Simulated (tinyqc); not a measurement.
Scan in temperature at fixed frequency: admittance spectroscopy and thermally stimulated current of one trap level in a depletion layer. Computed by tinyqc, a small Python program. Command: `OMP_NUM_THREADS=1 python tinyqc.py 3113511 3113512 out.jsonl admit walk`. One thread of a shared host (Intel(R) Xeon(R) Processor @ 2.30GHz), about 0.01 s of CPU time with the checks.

A Schottky junction on n-type material holds one donor-like electron trap; shallow donors are fully ionised and abrupt depletion edges are assumed.

Inputs (values chosen for the exercise, modelled on n-type GaAs): dielectric constant eps = 12.9; density-of-states mass m = 0.0684 m_0; shallow doping N = 2.4e+16 1/cm^3; trap density N_t = 2.9e+15 1/cm^3; trap depth E_t below the band = 0.262 eV; capture cross section sigma = 4.7e-14 cm^2; band bending V_b = 0.93 V; test frequency f = 800000 Hz.

Constants: k_B = 1.380649e-23 J/K; m_0 = 9.1093837015e-31 kg; h = 6.62607015e-34 J s; k_B = 8.617333262e-05 eV/K; eps_0 = 8.8541878128e-12 F/m; e = 1.602176634e-19 C.

Method:
- N_c = 2 (2 pi m k_B T/h^2)^(3/2), v_th = sqrt(3 k_B T/m), emission rate e_n = sigma v_th N_c exp(-E_t/(k_B T)).
- Where the level crosses the Fermi level capture equals emission, so the trap follows the signal with the rate 2 e_n; G/omega peaks at omega = 2 e_n (the correction for large N_t/N is left out).
- Solve 2 e_n(T_p) = 2 pi f.
- With E_c - E_F = k_B T_p ln(N_c/N): lambda = sqrt(2 eps eps_0 (E_t - (E_c - E_F))/(e^2 N)); traps are empty and charged for x < x_t = w - lambda, and V_b = e (N w^2 + N_t x_t^2)/(2 eps eps_0). High frequency: C_hf = eps eps_0/w. Low frequency: C_lf = eps eps_0 (N + N_t)/(N w + N_t x_t).
- With x = omega/(2 e_n): C = C_hf + (C_lf - C_hf)/(1 + x^2), G/omega = (C_lf - C_hf) x/(1 + x^2); C_hf and C_lf are held at their values at T_p.

peak temperature T_p = 244.667 K

C_hf = 49.3831 nF/cm^2

C_lf = 52.0727 nF/cm^2

Admittance:
```
T (K)  omega/(2 e_n)  C (nF/cm^2)  G/omega (nF/cm^2)
215.3         7.0338       49.436             0.3748
225.1         3.4795       49.588             0.7140
232.4         2.1357       49.867             1.0329
239.8         1.3396       50.346             1.2893
244.7         0.9981       50.731             1.3448
249.6         0.7516       51.102             1.2918
256.9         0.5019       51.532             1.0783
266.7         0.3015       51.849             0.7433
278.9         0.1674       51.999             0.4380
```

What follows from these numbers?

The peak of G/omega is half the step, 1.34 nF/cm^2. Its full width is near 2 ln(2 + sqrt3) k_B T_p^2/(E_t + 2 k_B T_p) = 44.7 K.

Extremes, crossings and ranges named in words are read from the listed rows.
